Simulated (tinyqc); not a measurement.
# Worked calculation: tunnelling through a two-layer gate stack, WKB transmission and Tsu-Esaki current

Computed by the program tinyqc: `OMP_NUM_THREADS=1 python tinyqc.py 2540016 2540017 out.jsonl`, one thread of a shared Intel Xeon 2.30GHz, about 0.04 s for the whole run. Printed values are rounded.

Electrons leave the emitter at x = 0. Energies E (motion across the layers) are in eV from the emitter Fermi level; the collector Fermi level lies at -V and offers states at every E. No charge in the dielectric and no image force: F1 = V/(t1 + t2 eps1/eps2), F2 = F1 eps1/eps2; U = phi1 - F1 x in layer 1 and phi2 - F1 t1 - F2 (x - t1) in layer 2. With C = hbar^2/(2 m0), kappa = sqrt(m (U - E)/C) where U > E and 0 elsewhere; T(E) = exp(-S), S = 2 times the integral of kappa over x.

Values chosen for this exercise; layer 1 close to silicon nitride, layer 2 close to aluminium oxide:

| symbol | value | unit | meaning |
|---|---|---|---|
| T | 300 | K | temperature |
| Ef | 0.32 | eV | Fermi energy of the emitter above its band bottom |
| me | 0.42 | m0 | emitter mass in the supply function |
| phi1 | 2.11 | eV | barrier of layer 1 above the emitter Fermi level at zero bias |
| m1 | 0.51 | m0 | tunnelling mass of layer 1 |
| t1 | 1 | nm | thickness of layer 1 |
| eps1 | 7.65 |  | relative permittivity of layer 1 |
| phi2 | 2.54 | eV | barrier of layer 2 at zero bias |
| m2 | 0.4 | m0 | tunnelling mass of layer 2 |
| t2 | 3.4 | nm | thickness of layer 2 |
| eps2 | 8.68 |  | relative permittivity of layer 2 |
| V | 1.5 | V | voltage across the dielectric |
| E | 0 | eV | energy of the electron followed |
| nc | 5 |  | cells in each layer |
| Ea | -0.32 | eV | lower end of the energy grid |
| Eb | 0.33 | eV | upper end of the energy grid |
| nE | 9 |  | points of the energy grid |

Constants: q = 1.602176634e-19 C, kB = 1.380649e-23 J/K, hbar = 1.054571817e-34 J s, m0 = 9.1093837015e-31 kg, Vt = kB T/q, hbar^2/(2 m0) = 0.0380998212 eV nm^2. Results are converted to the units shown.

## Fields and band edges

F1 = V/(t1 + t2 eps1/eps2), F2 = F1 eps1/eps2; U = phi1 - F1 x in layer 1 and phi2 - F1 t1 - F2 (x - t1) in layer 2. EOT = 3.9 (t1/eps1 + t2/eps2).

F1 = 3.753243 MV/cm
F2 = 3.307870 MV/cm
U at the end of layer 1 = 1.734676 eV
U at the start of layer 2 = 2.164676 eV
U at the end of layer 2 = 1.04 eV
EOT = 2.037454 nm

## WKB exponent by the midpoint rule

Cut each layer into nc equal cells, take U and kappa at the cell centres, and sum S = 2 sum kappa h.

```
cell    x (nm)    U (eV)  kappa (1/nm)
0     0.100000  2.072468      5.267051
1     0.300000  1.997403      5.170784
2     0.500000  1.922338      5.072692
3     0.700000  1.847273      4.972665
4     0.900000  1.772208      4.870583
5     1.340000  2.052208      4.641723
6     2.020000  1.827273      4.379961
7     2.700000  1.602338      4.101527
8     3.380000  1.377403      3.802761
9     4.060000  1.152468      3.478427
```

S = 37.89149
T(E) = 3.498920e-17

## WKB exponent in closed form

Each layer adds (2/F) sqrt(m/C) [G(u at its left edge) - G(u at its right edge)] to S, with u = U - E (0 where negative) and G(u) = (2/3) u^1.5. The slope follows from 1/d = -dS/dE.

S = 37.88513
T(E) = 3.521239e-17
energy d over which T(E) grows by a factor e = 0.087057 eV

The midpoint rule gives S = 37.891, so its T(E) is 0.63 % below this value. The band edge stays above E through the whole stack: direct tunnelling through a trapezoid.

## Current density on a coarse energy grid

J = J0 times the integral of T(E) N(E) dE, N = ln[(1 + exp(-E/Vt))/(1 + exp((-E - V)/Vt))], J0 = q^2 me m0 kB T/(2 pi^2 hbar^3) (times 1e-4 for A/cm^2 per eV), by Simpson's rule on nE equally spaced points from Ea to Eb.

```
point      E (eV)          T(E)            N        T(E) N
0      -0.3200000  1.055989e-18     12.37816  1.307120e-17
1      -0.2387500  2.497168e-18     9.235360  2.306225e-17
2      -0.1575000  6.020332e-18     6.094630  3.669170e-17
3      -0.0762500  1.481807e-17     3.000523  4.446198e-17
4       0.0050000  3.729568e-17    0.6011115  2.241886e-17
5       0.0862500  9.616513e-17   0.03495041  3.361011e-18
6       0.1675000  2.545586e-16  0.001533878  3.904617e-19
7       0.2487500  6.934891e-16  6.624751e-5  4.594192e-20
8       0.3300000  1.950006e-15  2.859192e-6  5.575442e-21
```

J0 = 1.757136e8 A/(cm^2 eV)
J = 1.978772e-9 A/cm^2

The integrand peaks at E = -0.0762 eV among these points. A converged quadrature from -Ef to above the barrier gives 1.966e-9 A/cm^2; this grid is 0.64 % above that.
